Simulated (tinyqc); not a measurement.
# Read current of a NAND string, cells in series solved by shooting: effects of single changes

Cells in series, numbered from 0 at the source line (0 V) to the bit line, each followed by a gap resistance Rg. A cell with gate Vg, threshold VT, source Vs and drain Vd passes I = 2 nf K Vt^2 [F(Vs) - F(Vd)]/(1 + th max(Vg - VT, 0)), F(V) = ln^2(1 + exp((Vg - VT - nf V)/(2 nf Vt))). The selected cell has Vg = Vr, the others Vg = Vp.

Parameters, values chosen for the exercise; values of the order met in vertical NAND strings: temperature T = 358 K; gain factor of a cell K = 19 uA/V^2; slope factor nf = 2.4; mobility reduction factor th = 0.1 1/V; resistance of the gap between cells Rg = 20 kohm; bit-line voltage Vbl = 0.3 V; pass voltage Vp = 8 V; threshold of an erased cell Ve = -0.8 V; threshold of the highest state Vh = 3.4 V; threshold of the selected cell Vx = 0.6 V; sensing current Is = 10 nA; read voltage on the selected word line Vr = 1.53 V.

Constants: q = 1.602176634e-19 C, kB = 1.380649e-23 J/K, Vt = kB T/q. Results are converted to the units shown.

Each table varies one quantity; the others keep the values above.

## Read current against the number of cells

For a trial current I start at 0 V and, cell by cell, solve for the drain: sqrt(F(Vd)) = sqrt(F(Vs) - I/k), k = 2 nf K Vt^2/(1 + th max(Vg - VT, 0)), Vd = [Vg - VT - 2 nf Vt ln(exp(sqrt F) - 1)]/nf, then add I Rg. The string current is the I for which the last node reaches Vbl. The apparent threshold is the Vr at which I = Is. Background: all other cells erased (VT = Ve) or all in the highest state (VT = Vh); ratio and shift are high over erased and high minus erased. The selected cell is in the middle, cell n/2.

Result of one run:

| n | I, others erased (uA) | I, others high (uA) | ratio | apparent VT, erased (V) | apparent VT, high (V) | background shift (mV) |
|---|---|---|---|---|---|---|
| 128 | 0.07227 | 0.06042 | 0.8361 | 0.5139 | 0.5224 | 8.507 |

What becomes of these results when the number of cells n is changed from 128 to 32, all else the same?

Result of the changed run:

| n | I, others erased (uA) | I, others high (uA) | ratio | apparent VT, erased (V) | apparent VT, high (V) | background shift (mV) |
|---|---|---|---|---|---|---|
| 32 | 0.2713 | 0.2301 | 0.8482 | 0.4779 | 0.4800 | 2.104 |

The whole series:

| n | I, others erased (uA) | I, others high (uA) | ratio | apparent VT, erased (V) | apparent VT, high (V) | background shift (mV) |
|---|---|---|---|---|---|---|
| 8 | 0.8666 | 0.7680 | 0.8861 | 0.4688 | 0.4694 | 0.5247 |
| 16 | 0.5009 | 0.4320 | 0.8626 | 0.4718 | 0.4729 | 1.050 |
| 32 | 0.2713 | 0.2301 | 0.8482 | 0.4779 | 0.4800 | 2.104 |
| 64 | 0.1414 | 0.1189 | 0.8403 | 0.4899 | 0.4941 | 4.223 |
| 96 | 0.09566 | 0.08011 | 0.8375 | 0.5019 | 0.5082 | 6.357 |
| 128 | 0.07227 | 0.06042 | 0.8361 | 0.5139 | 0.5224 | 8.507 |
| 192 | 0.04853 | 0.04050 | 0.8347 | 0.5380 | 0.5508 | 12.86 |

With erased neighbours the current falls from 0.867 to 0.0485 uA, as n^(-0.79) between the first two rows and n^(-0.98) between the last two (-1 once the series resistance rules). The ratio falls from 0.886 to 0.835 and the background shift rises from 0.525 to 12.9 mV.

## Effect of the position of the selected cell

Same model as above.

The string has 64 cells, numbered from the source.

Effect of the position of the selected cell:

| j | I, others erased (uA) | I, others high (uA) | ratio | apparent VT, erased (V) | apparent VT, high (V) | background shift (mV) |
|---|---|---|---|---|---|---|
| 0 | 0.1441 | 0.1206 | 0.8370 | 0.4659 | 0.4659 | 0.002346 |
| 9 | 0.1436 | 0.1202 | 0.8376 | 0.4726 | 0.4738 | 1.184 |
| 18 | 0.1429 | 0.1198 | 0.8385 | 0.4794 | 0.4817 | 2.370 |
| 27 | 0.1420 | 0.1193 | 0.8395 | 0.4861 | 0.4897 | 3.560 |
| 36 | 0.1409 | 0.1185 | 0.8409 | 0.4929 | 0.4976 | 4.755 |
| 45 | 0.1392 | 0.1173 | 0.8428 | 0.4996 | 0.5056 | 5.954 |
| 54 | 0.1367 | 0.1155 | 0.8453 | 0.5064 | 0.5135 | 7.157 |
| 63 | 0.1329 | 0.1127 | 0.8483 | 0.5131 | 0.5215 | 8.366 |

What does the comparison show?

From the source end to the bit-line end the apparent VT with high neighbours rises from 0.4659 to 0.5215 V and the background shift rises from 0.00235 to 8.37 mV. Cells and gaps on the source side raise the source of the selected cell, which costs nf times that voltage in gate drive; those on the drain side only lower its drain voltage.

Computed by the program tinyqc: `OMP_NUM_THREADS=1 python tinyqc.py 2142097 2142098 out.jsonl`, one thread of a shared Intel Xeon 2.30GHz, about 0.5 s for the whole run.
